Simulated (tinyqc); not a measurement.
# Interface traps from C-V curves, high-low and Terman methods: effects of single changes

MOS capacitor on an n-type substrate; psi is the band bending, negative in depletion; only majority carriers are counted. At the bending psi the Fermi level lies y = xi - psi below the conduction edge at the surface, xi = Vt ln(Nc/Nd). Dit(y) = D0 + D1 exp(-y/E1); traps fill up to the Fermi level, follow the bias and a slow signal, and do not follow a fast one. V is the gate voltage from flat band.

Values chosen for this exercise; band and dielectric values close to those of silicon:
```
symbol,value,unit,meaning
T,350,K,temperature
eps_r,11.8,,relative permittivity
Nc,3.54e19,cm^-3,conduction-band density of states at T
Nd,2.2e15,cm^-3,donor density
EOT,2.3,nm,equivalent oxide thickness
D0,2.7e11,cm^-2 eV^-1,trap density far from the band edge
D1,5.5e12,cm^-2 eV^-1,band-tail density at the conduction edge
E1,0.18,eV,decay energy of the tail
```

Constants: q = 1.602176634e-19 C, kB = 1.380649e-23 J/K, Vt = kB T/q, eps0 = 8.8541878128e-14 F/cm where lengths are in cm. Results are converted to the units shown.

Each table varies one quantity; the others keep the values above.

## Subthreshold swing with traps

Cox = 3.9 eps0/EOT, LD = sqrt(eps0 eps_r Vt/(q Nd)), u = psi/Vt, Cd = (eps0 eps_r/(sqrt(2) LD)) |exp(u) - 1|/sqrt(exp(u) - u - 1). At psi = -0.17 V the swing of a transistor with this gate would be S = Vt ln 10 (1 + (Cd + q Dit)/Cox), Dit as above.

Subthreshold swing with traps:

| D0 (cm^-2 eV^-1) | Dit (cm^-2 eV^-1) | q Dit/Cox | S (mV/decade) |
|---|---|---|---|
| 8.5e9 | 4.3053e11 | 0.045944 | 74.310 |
| 2.5e10 | 4.4703e11 | 0.047705 | 74.432 |
| 7.3e10 | 4.9503e11 | 0.052827 | 74.788 |
| 2.1e11 | 6.3203e11 | 0.067447 | 75.803 |
| 6.2e11 | 1.0420e12 | 0.11120 | 78.842 |
| 1.8e12 | 2.2220e12 | 0.23712 | 87.587 |
| 5.3e12 | 5.7220e12 | 0.61063 | 113.53 |
| 1.5e13 | 1.5422e13 | 1.6458 | 185.41 |

What does the comparison show?

S rises from 74.3 to 185 mV/decade; without traps it is 71.1. The traps add 10 mV/decade at Dit = 1.35e12 cm^-2 eV^-1 and equal Cox at 9.37e12.

## An error in the doping read as traps

Ideal V0 = psi - sqrt(2) (eps0 eps_r Vt/LD) sqrt(exp(u) - u - 1)/Cox for psi < 0; the traps add dV = (q/Cox) times the integral of Dit from 0 to psi = (q/Cox) [D0 psi + D1 E1 exp(-xi/E1) (exp(psi/E1) - 1)]. 1/C_HF = 1/Cox + 1/Cd, 1/C_LF = 1/Cox + 1/(Cd + q Dit). The sample has Nd; the ideal curve is drawn with Nd (1 + e). At the true psi = -0.17 V the measured C_HF is matched to the ideal curve, which gives psi', and Dit = (Cox/q) [dV/dpsi' - 1 - Cd'(psi')/Cox], derivatives exact.

The same in every row: true Dit (cm^-2 eV^-1) = 6.920e11.

Result of one run:

| e | psi' (V) | apparent Dit (cm^-2 eV^-1) |
|---|---|---|
| -0.05 | -0.1627 | 1.166e12 |

What becomes of these results when the relative error of the assumed doping e is changed from -0.05 to -0.1, all else the same?

Result of the changed run:

| e | psi' (V) | apparent Dit (cm^-2 eV^-1) |
|---|---|---|
| -0.1 | -0.1554 | 1.678e12 |

The whole series:

| e | psi' (V) | apparent Dit (cm^-2 eV^-1) |
|---|---|---|
| -0.15 | -0.1480 | 2.234e12 |
| -0.1 | -0.1554 | 1.678e12 |
| -0.05 | -0.1627 | 1.166e12 |
| -0.02 | -0.1671 | 8.771e11 |
| 0 | -0.1700 | 6.920e11 |
| 0.02 | -0.1729 | 5.126e11 |
| 0.05 | -0.1772 | 2.534e11 |
| 0.1 | -0.1845 | -1.533e11 |
| 0.15 | -0.1916 | -5.312e11 |

The apparent Dit falls from 2.23e12 to -5.31e11 cm^-2 eV^-1, against the true 6.92e11. An error of +5 % in the doping shifts it by -4.39e11 cm^-2 eV^-1, 63.4 % of the true value, and a negative result appears where the assumed doping is too high.

Numbers from tinyqc (`OMP_NUM_THREADS=1 python tinyqc.py 2030027 2030028 out.jsonl`; about 0.01 s on one thread of a shared Intel Xeon 2.30GHz).
